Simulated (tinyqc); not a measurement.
# From share at the centre back to prefactor D0

Model: interdiffusion of a quantum well during annealing: blurred potential and shift of the confined levels. Computed by tinyqc, a small Python program. Command: `OMP_NUM_THREADS=1 python tinyqc.py 3005432 3005433 out.jsonl qwi inv`. One thread of a shared host (Intel(R) Xeon(R) Processor @ 2.30GHz), about 0.06 s of CPU time with the checks.

A square well of width w is blurred by Fick diffusion with a constant coefficient; band offsets are linear in composition, masses are uniform, and strain and excitons are ignored.

Inputs (values chosen for the exercise, modelled on SiGe in silicon (holes and electrons as a model)):
```
quantity,value,unit
well width w,11,nm
activation energy E,4.07,eV
anneal temperature T,960,C
anneal time t,380,s
```

Constants: k_B = 8.617333262e-05 eV/K.

Method. D = D0 exp(-E/(k_B T)); L = sqrt(D t); share of well material at the centre erf(w/(4L)); 1 nm = 1e-7 cm. Temperatures in kelvin are T(C) + 273.15.

Problem. A run gave the result below. Find the prefactor D0, known to lie between 1.8 and 2.9 cm^2/s.

share at the centre = 0.9940799

Solution.

Each step takes the trial c = (a f_b - b f_a)/(f_b - f_a), f being the result less the target and a, b, c the logarithms of the listed values; c replaces end b, the old b replaces a if the sign of f changed, and otherwise f_a is halved.

Scan of the range:
```
prefactor D0 (cm^2/s),share at the centre
1.80,0.997961
1.95,0.996959
2.11,0.995614
2.28,0.993869
2.47,0.991541
2.68,0.988525
2.90,0.984906
```

False position (Illinois rule, in the logarithm of the input) inside the bracket:
```
step,end a,end b,trial,share at the centre
1,2.11000,2.28000,2.25873,0.994105
2,2.28000,2.25873,2.26097,0.994080
3,2.28000,2.26097,2.26103,0.994080
4,2.26097,2.26103,2.26100,0.994080
```

Share at the centre falls at every point of a 13-point scan of the range (every second point is shown), so one value fits; it is bracketed by 2.11 and 2.28. Answer: prefactor D0 = 2.261 cm^2/s.
